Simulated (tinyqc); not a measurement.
From effective mobility mu back to depletion charge N_dep: inversion-layer mobility, back-scattering and ballistic limit of a field-effect transistor. Computed by tinyqc, a small Python program. Command: `OMP_NUM_THREADS=1 python tinyqc.py 3031635 3031636 out.jsonl mos inv`. One thread of a shared host (Intel(R) Xeon(R) Processor @ 2.30GHz), about 0.02 s of CPU time with the checks.

The charge at the top of the source barrier is fixed by the gate; series resistance and short-channel effects are left out. F_j are Fermi integrals normalised to exp(eta) in the classical limit.

Inputs (values chosen for the exercise, modelled on a 4H-SiC n-channel): weight w of the inversion charge = 0.5; permittivity eps = 9.7; phonon mobility at 1 MV/cm and 300 K, mu_ph = 81 cm^2/(V s); roughness mobility at 1 MV/cm, mu_sr = 57 cm^2/(V s); Coulomb mobility at N_inv = 1e12/cm^2, mu_C = 31 cm^2/(V s); electrical oxide thickness t_inv = 4.7 nm; gate overdrive V_G - V_T = 0.69 V; temperature T = 300 K.

Statistics at the top of the barrier: Fermi-Dirac.

Constants: eps_0 = 8.8541878128e-12 F/m; e = 1.602176634e-19 C.

Method. N_inv = 3.9 eps_0 (V_G - V_T)/(e t_inv); effective field E_eff = e (N_dep + w N_inv)/(eps eps_0). mu_phonon = mu_ph (E_eff/1 MV/cm)^(-0.3) (T/300 K)^(-1.75); mu_rough = mu_sr (E_eff/1 MV/cm)^(-2); mu_Coulomb = mu_C (N_inv/1e12 cm^-2) (T/300 K); Matthiessen's rule adds 1/mu.

Task: A run gave the result below. Find the depletion charge N_dep, known to lie between 1.3e+12 and 3.3e+12 1/cm^2.

effective mobility mu = 32.39704 cm^2/(V s)

Result:

Each step takes the trial c = (a f_b - b f_a)/(f_b - f_a), f being the result less the target and a, b, c the logarithms of the listed values; c replaces end b, the old b replaces a if the sign of f changed, and otherwise f_a is halved.

Scan of the range:
```
depletion charge N_dep (1/cm^2)  effective mobility mu (cm^2/(V s))
1.30e+12                                                    39.1931
1.52e+12                                                    37.6688
1.77e+12                                                    35.9988
2.07e+12                                                    34.0821
2.42e+12                                                    31.9665
2.83e+12                                                    29.6518
3.30e+12                                                    27.2103
```

False position (Illinois rule, in the logarithm of the input) inside the bracket:
```
step        end a        end b        trial  effective mobility mu (cm^2/(V s))
1     2.07000e+12  2.42000e+12  2.34427e+12                             32.4133
2     2.42000e+12  2.34427e+12  2.34698e+12                             32.3972
3     2.42000e+12  2.34698e+12  2.34702e+12                             32.3969
4     2.34698e+12  2.34702e+12  2.34700e+12                             32.3970
```

Effective mobility mu falls at every point of a 13-point scan of the range (every second point is shown), so one value fits; it is bracketed by 2.07e12 and 2.42e12. Answer: depletion charge N_dep = 2.347e12 1/cm^2.
